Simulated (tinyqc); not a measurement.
IGBT as a p-i-n diode in series with a MOS channel, on-state and switching loss: effect of the current density.

High injection (n = p) in a drift layer from x = -W/2 (anode) to +W/2 (cathode side), recombination only in the layer with lifetime tau, ideal emitters. The channel feeds the cathode side and carries the whole current. Auger recombination, carrier-carrier scattering, emitter losses and the carrier dip under the p body are left out.

b = mn/mp, B = (b - 1)/(b + 1), La = sqrt(2 Vt mn mp tau/(mn + mp)), y = W/(2 La). n(x) = (tau J/(2 q La))[cosh(x/La)/sinh y - B sinh(x/La)/cosh y]. Vm = Vt [(8 b/(b + 1)^2)(sinh y/s) arctan(s sinh y) + B ln((1 + B tanh^2 y)/(1 - B tanh^2 y))], s = sqrt(1 - B^2 tanh^2 y); Vj = Vt ln(n(-W/2) n(W/2)/ni^2), ni = sqrt(Nc Nv) exp(-Eg/(2 Vt)), Eg in volts; Vc = J Rch; Von = Vm + Vj + Vc. Stored charge tau J, turn-off energy Eoff = ks tau J Vdc, loss at half duty 0.5 J Von + f Eoff. A unipolar device on the same layer has Vu = J (W/(q mn Nd) + Rch).

Parameters, values chosen for the exercise; material values close to those of silicon:
- T = 300 K (temperature)
- Eg = 1.12 eV (band gap)
- Nc = 2.77e19 cm^-3 (conduction-band density of states at T)
- Nv = 2.63e19 cm^-3 (valence-band density of states at T)
- mn = 1400 cm^2/(V s) (electron mobility)
- mp = 480 cm^2/(V s) (hole mobility)
- W = 350 um (width of the drift layer)
- Nd = 1.8e13 cm^-3 (doping of the drift layer)
- tau = 15 us (high-injection lifetime)
- Rch = 1.9 mohm cm^2 (channel and accumulation resistance)
- Vdc = 1800 V (link voltage)
- ks = 0.11 (turn-off energy per stored charge and link voltage)
- f = 20 kHz (switching frequency)

Constants: q = 1.602176634e-19 C, kB = 1.380649e-23 J/K, Vt = kB T/q. Results are converted to the units shown.

The same in every row: y = 1.051.

Effect of the current density:
```
J (A/cm^2)  Von (V)  Vu (V)  Eoff (mJ/cm^2)  total loss (W/cm^2)
0.3          0.6482   2.601          0.8910                17.92
0.76         0.6972   6.590           2.257                45.41
1.9          0.7467   16.47           5.643                113.6
4.8          0.8001   41.62           14.26                287.0
12           0.8612   104.0           35.64                718.0
31           0.9464   268.8           92.07                 1856
78            1.083   676.3           231.7                 4675
200           1.364    1734           594.0              1.202e4
500           1.981    4335            1485              3.020e4
```

Read the table: what changes, and by how much?

As J goes from 0.3 to 500 A/cm^2, Von rises from 0.648 to 1.98 V, Eoff rises from 0.891 to 1480 mJ/cm^2 and the total loss rises from 17.9 to 30200 W/cm^2. Von is below Vu in 9 of the 9 rows. For J = 78 to 500 A/cm^2 the density at the anode passes 2e17 cm^-3, where Auger recombination and emitter losses matter.

Numbers from tinyqc (`OMP_NUM_THREADS=1 python tinyqc.py 2590002 2590003 out.jsonl`; about 0.01 s on one thread of a shared Intel Xeon 2.30GHz).
